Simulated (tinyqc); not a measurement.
# Long-channel MOSFET, surface-potential model: transfer curve from weak to strong inversion

n-channel transistor on a uniformly doped p-type body, gradual-channel approximation, constant mobility, Boltzmann statistics, full ionisation. Potentials are counted from the neutral body; V is the electron quasi-Fermi potential, Vsb at the source and Vsb + Vds at the drain. Charges are magnitudes per area.

ni = sqrt(Nc Nv) exp(-Eg/(2 Vt)), Eg in volts; phiF = Vt ln(Na/ni); Cox = eps0 eox/tox; gamma = sqrt(2 q eps0 eps_r Na)/Cox. The surface potential psi at channel potential V solves Vgs + Vsb - Vfb - psi = gamma sqrt(G), G = psi - Vt + Vt exp((psi - 2 phiF - V)/Vt). Charge sheet: Qi = Cox gamma [sqrt(G) - sqrt(psi - Vt)]; I = mu (W/L) [integral of Qi dpsi from psi_0 to psi_L (drift) + Vt (Qi0 - QiL) (diffusion)], with psi_0 at V = Vsb and psi_L at V = Vsb + Vds. Pao-Sah: Qi(V) = (Cox gamma/2) integral from 3 Vt to psi of exp((u - 2 phiF - V)/Vt)/sqrt(G(u, V)) du, and I = mu (W/L) integral of Qi dV from Vsb to Vsb + Vds. Square law: VT = Vfb + 2 phiF + gamma sqrt(2 phiF + Vsb), m = 1 + gamma/(2 sqrt(2 phiF + Vsb)), I = mu Cox (W/L) [(Vgs - VT) v - m v^2/2] with v the smaller of Vds and (Vgs - VT)/m, and zero below VT. gm = dI/dVgs of the charge-sheet current.

Parameters, values chosen for the exercise; material values those of a made-up semiconductor:
```
symbol    value        unit                                      meaning
T           350           K                                  temperature
Eg        0.971          eV                                     band gap
eps_r      14.7               relative permittivity of the semiconductor
Nc      4.07e19       cm^-3       conduction-band density of states at T
Nv      2.68e19       cm^-3          valence-band density of states at T
Na       5.4e16       cm^-3                 acceptor density of the body
eox        8.78              relative permittivity of the gate insulator
tox         9.9          nm                          insulator thickness
Vfb       -0.59           V                            flat-band voltage
mu          110  cm^2/(V s)                             channel mobility
W            10          um                                   gate width
L            10          um                                  gate length
Vsb         0.3           V                     source-body reverse bias
Vds         1.2           V                         drain-source voltage
```

Constants: q = 1.602176634e-19 C, kB = 1.380649e-23 J/K, Vt = kB T/q, eps0 = 8.8541878128e-14 F/cm where lengths are in cm. Results are converted to the units shown.

Transfer curve from weak to strong inversion:
```
Vgs (V),"I, charge sheet (uA)","I, Pao-Sah (uA)",drift share (%),gm/I (1/V),"I, square law (uA)"
-0.03,2.283e-5,2.339e-5,0.01301,29.03,0
0.06,3.143e-4,3.210e-4,0.1795,29.21,0
0.15,0.004307,0.004397,2.365,28.68,0
0.23,0.03760,0.03870,15.52,24.56,0.1245
0.32,0.2342,0.2448,43.44,16.22,0.8396
0.41,0.7685,0.8088,62.56,10.74,2.190
0.49,1.612,1.697,72.24,8.005,3.923
0.58,3.025,3.181,78.85,6.138,6.473
0.67,4.962,5.206,83.06,4.944,9.658
```

The charge-sheet current rises from 2.28e-5 to 4.96 uA. In the first row gm/I is 29.0 1/V, a swing of 79.3 mV a decade, against Vt ln 10 = 69.4 mV a decade for an ideal gate; in the last it is 4.94 1/V. Drift passes half of the current at Vgs = 0.41 V among the rows listed (VT = 0.174 V). The charge sheet departs most from Pao-Sah at Vgs = 0.49 V, where it is 5.1 % below it. In the last row the square law is 86 % above Pao-Sah.

Numbers from tinyqc (`OMP_NUM_THREADS=1 python tinyqc.py 2360064 2360065 out.jsonl`; about 0.04 s on one thread of a shared Intel Xeon 2.30GHz).
